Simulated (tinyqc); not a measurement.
## Saturation velocity and mobility from two gate lengths

Question. Isat = Cox vsat Vg (x - 1)/(x + 1) per width, x = sqrt(1 + 2 mu Vg/(m vsat L)), with no series resistance and the same overdrive Vg and mu at both lengths. Find vsat and mu.

Values chosen for this exercise:
- Cox = 2.36 uF/cm^2 (gate capacitance)
- m = 1.05 (body factor)

Vg = 0.76 V
Isat at L = 0.18 and 1.4 um (uA/um): [220.10062, 36.467652]

Solution. The ratio of the currents depends on c = 2 mu Vg/(m vsat) alone and falls steadily from L2/L1 to 1 as c grows, so it fixes c; either current then gives vsat.

vsat = 8.80e6 cm/s
mu = 82.4 cm^2/(V s)

Numbers from tinyqc (`OMP_NUM_THREADS=1 python tinyqc.py 2500128 2500129 out.jsonl`; about 0.01 s on one thread of a shared Intel Xeon 2.30GHz).
